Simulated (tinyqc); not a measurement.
Q-state Potts model on a small periodic square lattice: enumeration, Metropolis, heat-bath and Wolff steps: one step, computed by the program tinyqc. Command: `OMP_NUM_THREADS=1 python tinyqc.py 3113589 3113590 out.jsonl potts walk`. One thread of a shared host (Intel(R) Xeon(R) Processor @ 2.30GHz), about 0.08 s of CPU time with the checks.

E = -J x (number of nearest-neighbour bonds with equal states); n x n sites with periodic edges have 2 n^2 bonds. Order parameter m = (q f - 1)/(q - 1), f being the largest share of one state. Sites are numbered row by row from 0. Here q = 3 and n = 3.

Problem. Eight single-site steps. Site = floor(r1 n^2). State c is drawn with probability exp(K k_c)/sum exp(K k), k_c the number of neighbours in state c: the first c whose cumulative probability reaches r2; r3 is not used.

Inputs (values chosen for the exercise, for a model of domains or grain orientations): temperature T = 723 K.

Update: heat bath.

start states:
```
   1  2  3
1  2  2  1
2  2  0  0
3  1  1  2
```

random numbers, one row a step:
```
        1       2       3
1  0.2230  0.0061  0.0690
2  0.6458  0.4788  0.6493
3  0.5737  0.0757  0.4176
4  0.5136  0.5474  0.6645
5  0.1500  0.8595  0.0390
6  0.2277  0.7501  0.3446
7  0.1505  0.7524  0.1146
8  0.4312  0.6126  0.1566
```

K = 0.8827780

Give: the table «Steps» with the columns old, neighbours in each state, P(old), P(new), new; states afterwards.

Solution.

Steps:

| site | old | neighbours in each state | P(old) | P(new) | new |
|---|---|---|---|---|---|
| 2 | 1 | 1 0 3 | 0.0570 | 0.1378 | 0 |
| 5 | 0 | 2 0 2 | 0.4606 | 0.0788 | 1 |
| 5 | 1 | 2 0 2 | 0.0788 | 0.4606 | 0 |
| 4 | 0 | 1 1 2 | 0.2264 | 0.5473 | 2 |
| 1 | 2 | 1 1 2 | 0.5473 | 0.5473 | 2 |
| 2 | 0 | 1 0 3 | 0.1378 | 0.8052 | 2 |
| 1 | 2 | 0 1 3 | 0.8052 | 0.8052 | 2 |
| 3 | 2 | 1 1 2 | 0.5473 | 0.5473 | 2 |

states afterwards:
```
   1  2  3
1  2  2  2
2  2  2  0
3  1  1  2
```
